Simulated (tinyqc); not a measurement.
Grain-boundary trapping model (Seto) of a polycrystalline semiconductor film: one step, computed by the program tinyqc. Command: `OMP_NUM_THREADS=1 python tinyqc.py 3004541 3004542 out.jsonl poly walk`. One thread of a shared host (Intel(R) Xeon(R) Processor @ 2.30GHz), about 0.01 s of CPU time with the checks.

Grains of equal size L are joined by thin boundaries with one trap level. Trapped carriers deplete a width W on each side and raise a barrier, crossed by thermionic emission. Dopants are fully ionised, statistics are non-degenerate and mu_g does not depend on T.

Task: Resistivity and effective mobility. Boundary: sigma_b = L e^2 n_0 exp(-e V_B/k_B T)/sqrt(2 pi m k_B T); drift through the grain, depleted parts included: rho_g = [(1 - 2W/L) + (2W/L) int_0^1 exp(y^2 s^2) ds]/(e n_0 mu_g); rho = 1/sigma_b + rho_g. Mean carrier density n_av = n_0 [(1 - 2W/L) + (2W/L) (sqrt(pi)/2) erf(y)/y], y = sqrt(e V_B/k_B T); effective mobility 1/(e n_av rho).

Inputs (values chosen for the exercise, modelled on polycrystalline silicon):
```
quantity,value,unit
effective mass m,0.33,m_0
grain size L,20,nm
doping N,3.8e+17,1/cm^3
mobility inside the grains mu_g,170,cm^2/(V s)
temperature T,250,K
```

Grain interior: resistance included.

depletion width W = 10 nm

barrier V_B = 0.02938525 V

E_F = -0.2560940 eV

centre density n_0 = 1.412424e+14 1/cm^3

Constants: k_B = 8.617333262e-05 eV/K; m_0 = 9.1093837015e-31 kg; k_B = 1.380649e-23 J/K; e = 1.602176634e-19 C.

Give: boundary resistivity; drift resistivity rho_g; resistivity rho; mean carrier density; effective mobility.

Result:

boundary resistivity = 435.6 ohm cm

drift resistivity rho_g = 447.5 ohm cm

resistivity rho = 883.1 ohm cm

mean carrier density = 9.661e+13 1/cm^3

effective mobility = 73.16 cm^2/(V s)

A single crystal with the same N and mu_g would have 0.0966 ohm cm, a factor 9140 lower.
